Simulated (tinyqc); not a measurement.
Shrinking the pitch: stress in a transistor channel from embedded alloy regions, liners and fins, by half-space elasticity. Computed by tinyqc, a small Python program. Command: `OMP_NUM_THREADS=1 python tinyqc.py 3029311 3029312 out.jsonl stressor walk`. One thread of a shared host (Intel(R) Xeon(R) Processor @ 2.30GHz), about 0.01 s of CPU time with the checks.

Plane strain in an isotropic half-space, the same constants everywhere; x along the channel from its centre, y downwards from the free surface; stress is positive in tension.

Inputs (values chosen for the exercise, modelled on silicon):

| quantity | value | unit |
|---|---|---|
| alloy fraction x | 0.024 | - |
| lattice change per unit x, beta | -0.435 | - |
| Young's modulus E | 169 | GPa |
| Poisson ratio nu | 0.24 | - |
| channel length L | 46 | nm |
| length of each stressor S | 125 | nm |
| recess depth d | 75 | nm |
| depth of the field point y | 3.6 | nm |

Stressor: Si(1-x)C(x) source and drain.

Method:
- Misfit e = beta x. A fully constrained inclusion holds the stress -p with p = E e/(1 - 2 nu); a blanket film would hold -E e/(1 - nu) in the plane.
- A line element dA of misfit at (a, c) in the half-space gives, with C = E e/(2 pi (1 - nu)), X = x - a, r1^2 = X^2 + (y - c)^2, r2^2 = X^2 + Y^2, Y = y + c: s_xx = -C dA {[X^2 - (y - c)^2]/r1^4 + 3 [X^2 - Y^2]/r2^4 + 4 y Y (Y^2 - 3 X^2)/r2^6}, s_yy = C dA {[X^2 - (y - c)^2]/r1^4 - [X^2 - Y^2]/r2^4 + 4 y Y (Y^2 - 3 X^2)/r2^6}. These are integrated over two rectangles, L/2 < |a| < L/2 + S, 0 < c < d (closed form in a, 200 Gauss-Legendre points in c).
- L and S are scaled together at fixed d, then S alone, then L alone.

misfit e = -0.01044

S_xx at the centre (MPa):

| scale | L and S scaled | S alone | L alone |
|---|---|---|---|
| 0.35 | 454.6 | 943.6 | 1671.8 |
| 0.50 | 1077.6 | 1273.1 | 1877.2 |
| 0.70 | 1590.0 | 1614.3 | 1978.4 |
| 1.00 | 1974.0 | 1974.0 | 1974.0 |
| 1.40 | 2143.9 | 2281.7 | 1861.7 |
| 2.00 | 2114.3 | 2555.1 | 1634.5 |
| 3.00 | 1863.9 | 2795.1 | 1275.1 |

Halving S alone keeps 0.64 of the stress, halving L alone gives 0.95, and halving both 0.55: a shorter channel brings the walls closer but puts y deeper relative to L, where the surface amplifies less, a shorter stressor brings its far wall, which pulls the other way, closer too. Neighbouring devices are left out.
